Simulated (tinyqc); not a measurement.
From results back to parameters: image-charge renormalisation of a gap near a dielectric or metal. Three cases, with inputs chosen for the exercise.

Problem. A small molecule or defect in vacuum at height z above the image plane of a substrate has both its electron and hole levels stabilised by (e^2/4 pi eps0)(es - 1)/((es + 1) 4 z), so its gap shrinks by twice that. The reduced gap is given.

Constants: e^2/(4 pi eps0) = 14.39964547 eV angstrom.

Find: reduction; (es - 1)/(es + 1); z.

Method. z = (e^2/4 pi eps0)(es - 1)/((es + 1) 2 x reduction). Local and hybrid functionals miss this shift, since it is a non-local correlation effect.

Case 1.

Values chosen: E0 = 7.36 eV (quasiparticle gap far from the surface); es = 10000 (dielectric constant of the substrate (1e4: a metal)).

gap near the surface = 6.11890 eV

Solution.

reduction = 1.2411 eV
(es - 1)/(es + 1) = 0.9998
z = 5.80 angstrom

Case 2.

Values chosen: E0 = 5.06 eV (quasiparticle gap far from the surface); es = 10000 (dielectric constant of the substrate (1e4: a metal)).

gap near the surface = 4.22298 eV

Solution.

reduction = 0.8370 eV
(es - 1)/(es + 1) = 0.9998
z = 8.60 angstrom

Case 3.

Values chosen: E0 = 2.43 eV (quasiparticle gap far from the surface); es = 10000 (dielectric constant of the substrate (1e4: a metal)).

gap near the surface = 0.79400 eV

Solution.

reduction = 1.6360 eV
(es - 1)/(es + 1) = 0.9998
z = 4.40 angstrom

Computed by tinyqc, one run a case: `OMP_NUM_THREADS=1 python tinyqc.py N N+1 out.jsonl` with N = 1880707, 1880754, 1880768; one thread of a shared Intel(R) Xeon(R) Processor @ 2.30GHz, about 0.02 s a run at most.
